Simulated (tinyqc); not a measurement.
Hopping conduction between localised states: one step, computed by the program tinyqc. Command: `OMP_NUM_THREADS=1 python tinyqc.py 3001010 3001011 out.jsonl hop walk`. One thread of a shared host (Intel(R) Xeon(R) Processor @ 2.30GHz), about 0.01 s of CPU time with the checks.

Energies are counted from the Fermi level. A small network shows the mechanism; the laws of an infinite system follow.

Question. Kirchhoff solution. Site 1 is held at potential 1 and site 7 at 0; Kirchhoff's law sum_j G_ij (u_i - u_j) = 0 fixes the others; G = sum_j G_1j (1 - u_j). G_ij = G_0 exp(-s_ij).

Inputs (values chosen for the exercise, for a model amorphous semiconductor): conductance scale G_0 = 1 microsiemens; temperature T = 39 K.

Dimension: 3D.

s_ij:
```
          1         2         3         4         5         6         7
1   0.00000   4.19657   7.61608  10.61118  11.30047  16.89691  17.34117
2   4.19657   0.00000   6.74752   9.96560  10.37814  15.99970  16.33236
3   7.61608   6.74752   0.00000   6.87501   6.81006  11.42973  13.54408
4  10.61118   9.96560   6.87501   0.00000   5.56204   8.85625  10.72466
5  11.30047  10.37814   6.81006   5.56204   0.00000   6.16120   7.19436
6  16.89691  15.99970  11.42973   8.85625   6.16120   0.00000   7.10461
7  17.34117  16.33236  13.54408  10.72466   7.19436   7.10461   0.00000
```

Give: potentials; conductance G; -ln(G/G_0).

Answer.

potentials: 1.000  0.974  0.676  0.468  0.412  0.306  0.000

conductance G = 5.717e-04 microsiemens

-ln(G/G_0) = 7.467
